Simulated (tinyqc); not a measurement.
## Band offsets from two capacitances

Question. A p-n heterojunction (1: p-type, 2: n-type) in the depletion approximation obeys 1/C^2 = 2 (er1 N1 + er2 N2)(Vbi - V)/(q eps0 er1 er2 N1 N2), with Vbi = dEc + Eg1 - Vt ln(Nc2 Nv1/(N1 N2)), dEc = Ec2 - Ec1 and dEv = Eg2 - Eg1 - dEc. Find N2, Vbi, dEc and dEv.

Parameters, values chosen for the exercise; band and dielectric values those of a made-up pair: temperature T = 350 K; band gap of material 1 Eg1 = 1.7 eV; relative permittivity of material 1 er1 = 14.3; valence-band density of states of material 1 Nv1 = 1.16e19 cm^-3; band gap of material 2 Eg2 = 1.27 eV; relative permittivity of material 2 er2 = 13.6; conduction-band density of states of material 2 Nc2 = 8.44e17 cm^-3; acceptor density of material 1 N1 = 8.6e16 cm^-3.

Constants: q = 1.602176634e-19 C, kB = 1.380649e-23 J/K, Vt = kB T/q, eps0 = 8.8541878128e-14 F/cm where lengths are in cm. Results are converted to the units shown.

C at V = -0.5 and -4.3 V (nF/cm^2): 26.891035  14.361058

Solution. The slope of 1/C^2 against -V is (2/(q eps0)) (1/(er2 N2) + 1/(er1 N1)), which gives N2; the intercept is Vbi, and the offsets follow.

N2 = 1.300e16 cm^-3
Vbi = 1.016 V
dEc = -0.4100 eV
dEv = -0.02000 eV

Numbers from tinyqc (`OMP_NUM_THREADS=1 python tinyqc.py 2040130 2040131 out.jsonl`; about 0.04 s on one thread of a shared Intel Xeon 2.30GHz).
